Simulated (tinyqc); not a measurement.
Inside a calculation. Model: CMOS inverter, nodal equation and switching.

Computed by the program tinyqc: `OMP_NUM_THREADS=1 python tinyqc.py 2340132 2340133 out.jsonl`, one thread of a shared Intel Xeon 2.30GHz, about 0.04 s for the whole run. Printed values are rounded.

An n-channel pull-down (bn, VTn) and a p-channel pull-up (bp, VTp) share the input Vin and the output node Vout, which carries the load C. Transistor (EKV form, voltages against the body): I = 2 n b Vt^2 [F(vp - Vs) - F(vp - Vd)] from drain to source, F(v) = ln^2(1 + exp(v/(2 Vt))), vp = (Vg - VT + sg |Vd - Vs|)/n. n-channel bodies are at 0; for the p-channel device all voltages are counted down from Vdd. b in uA/V^2 gives I in uA. Static: In = Ip. Transient: C dVout/dt = Ip - In. No velocity saturation, no gate capacitance beyond C.

Parameters, values chosen for the exercise: temperature T = 300 K; supply voltage Vdd = 0.75 V; slope factor n = 1.22; drain-induced barrier lowering sg = 0.109; n-channel threshold VTn = 0.26 V; p-channel threshold (magnitude) VTp = 0.41 V; gain factor of the pull-down transistor bn = 360 uA/V^2; gain factor of the pull-up transistor bp = 180 uA/V^2; load capacitance C = 1.2 fF; input voltage Vin = 0.26 V; time step dt = 3 ps.

Constants: q = 1.602176634e-19 C, kB = 1.380649e-23 J/K, Vt = kB T/q. Results are converted to the units shown.

## Iteration 1: output voltage by Newton steps

Vout at the start = 0.38 V

f = In - Ip at (Vin, Vout); G = df/dVout by a central difference with +/- 1e-6 V; Vout(new) = Vout - f/G.

In = 0.677688 uA
Ip = 1.22875 uA
G = 3.24304 uS
Vout after iteration 1 = 0.549922 V

## Iteration 2: output voltage by Newton steps

As before.

In = 0.957550 uA
Ip = 0.943423 uA
G = 3.48545 uS
Vout after iteration 2 = 0.545869 V

## Course of the iteration: output voltage by Newton steps

Stop when Vout changes by less than 1e-9 V, or after 30 iterations.

Course of the iteration:
```
iteration  Vout (V)  |change| (V)
1          0.549922         0.170
2          0.545869       4.05e-3
3          0.545859       9.78e-6
4          0.545859      5.34e-11
```

Converged in 4 iterations. At the end the number of correct digits about doubles with each step.

## Transfer curve

Vin, point 0 to 10 (V): 0  0.075  0.15  0.225  0.3  0.375  0.45  0.525  0.6  0.675  0.75

For each Vin solve In = Ip; gain = dVout/dVin.

```
point  Vout (V)  supply current (uA)     gain
0      0.749968            0.0019455  -0.0011
1      0.749607             0.018537  -0.0130
2      0.745670              0.14163  -0.1335
3      0.706093              0.68488  -1.5071
4      0.180624              0.94988  -8.8483
5      0.009984              0.36768  -0.2924
6      0.001082             0.071445  -0.0333
7      0.000098            0.0092771  -0.0032
8      0.000008            9.7282e-4  -0.0003
9      0.000001            9.3896e-5   0.0000
10     0.000000            8.8167e-6   0.0000
```

The switching point Vin = Vout lies at 0.2882 V, with a gain of -9.17. The current peaks at 0.950 uA among the points, against 0.0019 and 8.8e-6 uA of leakage at the ends.

## Switching point and noise margins

VM solves In = Ip with Vin = Vout. VIL and VIH are the inputs at which the gain is -1; NML = VIL - Vout(VIH), NMH = Vout(VIL) - VIH.

VM = 0.28817 V
gain at VM = -9.1685
VIL = 0.21471 V
VIH = 0.33947 V
NML = 0.18496 V
NMH = 0.37927 V

VM lies 87 mV below Vdd/2, and the high margin is the larger one. With both transistors saturated the size of the gain tends to 1/sg = 9.17; here it is 0.063 % below that.

## Step 1: one time step of the falling output

Vout at t = 0 = 0.75 V

The input steps to Vdd at t = 0; I = In - Ip. Implicit Euler: V(new) = V - (dt/C) I(V(new)), solved for V(new); 1 ps uA/fF = 1 mV.

I(V) = 48.2321 uA
I(V(new)) = 46.1340 uA
Vout after step 1 = 0.634665 V

## Step 2: one time step of the falling output

As before.

I(V) = 46.1340 uA
I(V(new)) = 44.1460 uA
Vout after step 2 = 0.524300 V

## Delays and energy

For a step input the delay to Vdd/2 is tHL = C times the integral of dV/(In - Ip) from Vdd/2 to Vdd at Vin = Vdd, and tLH likewise with Ip - In from 0 to Vdd/2 at Vin = 0. Energy drawn for one full cycle of the output: C Vdd^2. Leakage power: Vdd times the mean of the supply currents at Vin = 0 and Vdd.

tHL = 10.0848 ps
tLH = 37.9604 ps
energy = 0.675 fJ
leakage power = 0.732866 nW

Time steps as above cross Vdd/2 at 10.4 ps by linear interpolation, 3.2 % above tHL. tLH/tHL = 3.76, with bn/bp = 2.00.
